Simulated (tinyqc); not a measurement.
Inversion-layer mobility, back-scattering and ballistic limit of a field-effect transistor: one step, computed by the program tinyqc.

The charge at the top of the source barrier is fixed by the gate; series resistance and short-channel effects are left out. F_j are Fermi integrals normalised to exp(eta) in the classical limit.

Task: Back-scattering. F_j(eta) = (1/Gamma(j + 1)) int_0^infinity x^j/(1 + exp(x - eta)) dx, F_0 = ln(1 + exp(eta)). Integrals over x = E/(k_B T) use 160 Gauss-Legendre points in u = sqrt(x) from 0 to sqrt(max(eta, 0) + 32). Ballistic channel: N_2D = g_v m k_B T/(pi hbar^2), U = e V_D/(k_B T); eta_F solves N_inv = (N_2D/2)[F_0(eta_F) + F_0(eta_F - U)]; v_T = sqrt(2 k_B T/(pi m)); I/W = e (N_2D/2) v_T [F_1/2(eta_F) - F_1/2(eta_F - U)]; injection velocity v_T F_1/2(eta_F)/F_0(eta_F). Mean free path lambda = (2 k_B T/e)(mu/v_T) F_0(eta_0)/F_-1/2(eta_0), with eta_0 from N_inv = N_2D F_0(eta_0); critical length l = L (1 + U)^(-a), an empirical rule; back-scattering r = l/(l + lambda). Then eta solves N_inv = (N_2D/2)[(1 + r) F_0(eta) + (1 - r) F_0(eta - U)] and I/W = e (N_2D/2) v_T (1 - r)[F_1/2(eta) - F_1/2(eta - U)]. Ballistic ratio: I over the ballistic current. Apparent mobility 1/(1/mu + 1/mu_B), mu_B = mu L/lambda.

Inputs (values chosen for the exercise, modelled on a germanium p-channel):
```
quantity,value,unit
transport mass m,0.2,m_0
valley degeneracy g_v,1,-
drain voltage V_D,0.74,V
channel length L,43,nm
exponent a of the critical length,0.64,-
temperature T,200,K
```

Statistics at the top of the barrier: Fermi-Dirac.

inversion density N_inv = 3.193002e+12 1/cm^2

effective mobility mu = 426.7583 cm^2/(V s)

Constants: m_0 = 9.1093837015e-31 kg; k_B = 1.380649e-23 J/K; hbar = 1.054571817e-34 J s; k_B = 8.617333262e-05 eV/K; e = 1.602176634e-19 C.

Give: eta_0; mean free path lambda; critical length l; back-scattering coefficient r; current I/W; ballistic ratio; apparent low-field mobility.

Result:

eta_0 = 2.102

mean free path lambda = 22.04 nm

critical length l = 3.820 nm

back-scattering coefficient r = 0.1477

current I/W = 596.0 microampere/micrometre

ballistic ratio = 0.7048

apparent low-field mobility = 282.1 cm^2/(V s)

L/lambda = 1.95, but at this drain voltage only the first 3.82 nm can return a carrier to the source, so the device works at 70 % of its ballistic limit.
